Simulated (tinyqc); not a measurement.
# Absorption edge of a degenerate semiconductor, band filling against gap narrowing: the optical edge against doping

n-type, parabolic bands, full ionisation. eta = (EF - Ec)/kB T solves N = Nc F12(eta), F12(x) = (2/sqrt(pi)) int_0^infinity sqrt(u)/(1 + exp(u - x)) du. The gap shrinks rigidly by dEg = a3 y^(1/3) + a4 y^(1/4) + a2 y^(1/2), y = N/1e18 cm^-3, an empirical law that is here taken as the true narrowing.

Vertical transitions need an empty final state: the edge is taken where the state lies 4 kB T below EF, E_opt = Eg - dEg + (1 + me/mh) max(eta - 4, 0) kB T; wavelength h c/(q E_opt).

Inputs (values chosen for the exercise); band and dielectric values close to those of indium phosphide:
```
symbol,value,unit,meaning
T,300,K,temperature
Eg,1.33,eV,band gap
Nc,5.65e17,cm^-3,"conduction-band density of states at 300 K, from me"
me,0.0797,m0,electron mass
mh,0.595,m0,hole mass
a3,19.1,meV,coefficient of (N/1e18)^(1/3)
a4,2.3,meV,coefficient of (N/1e18)^(1/4)
a2,4.2,meV,coefficient of (N/1e18)^(1/2)
```

Constants: q = 1.602176634e-19 C, kB = 1.380649e-23 J/K, Vt = kB T/q. Results are converted to the units shown.

Result of one run:
```
eta,dEg (meV),filling shift (meV),E_opt (eV)
27.08,113.7,676.6,1.893
```

Which ionised donor density N gave this result: 2.3e17, 1.8e18, 3.7e18, 1.5e19 or 6e19 cm^-3?

N = 6e19 cm^-3.

The whole series:
```
N (cm^-3),eta,dEg (meV),filling shift (meV),E_opt (eV)
1.1e17,-1.568,11.87,0,1.318
2.3e17,-0.7556,15.31,0,1.315
4.6e17,0.07905,19.49,0,1.311
9.2e17,1.051,24.86,0,1.305
1.8e18,2.239,31.53,0,1.298
3.7e18,4.017,40.81,0.4970,1.290
7.4e18,6.590,52.44,75.93,1.353
1.5e19,10.68,67.90,195.9,1.458
3e19,17.03,87.74,382.0,1.624
6e19,27.08,113.7,676.6,1.893
```

E_opt goes from 1.32 through a minimum of 1.29 (at N = 3.7e18 cm^-3 among the rows listed) to 1.89 eV, against Eg = 1.33 eV; the filling shift is 0 while eta is below 4. At the end narrowing grows as N^(0.37) and EF - Ec as N^(0.67). Filling therefore wins at high density. For N = 1.5e19, 3e19, 6e19 EF lies more than 0.2 eV in the band, where non-parabolicity lowers it markedly.

Range of the model: Band tails, non-parabolic bands and incomplete ionisation are left out.

tinyqc, about 0.01 s, one thread, Intel Xeon 2.30GHz (shared host): `OMP_NUM_THREADS=1 python tinyqc.py 2330005 2330006 out.jsonl`
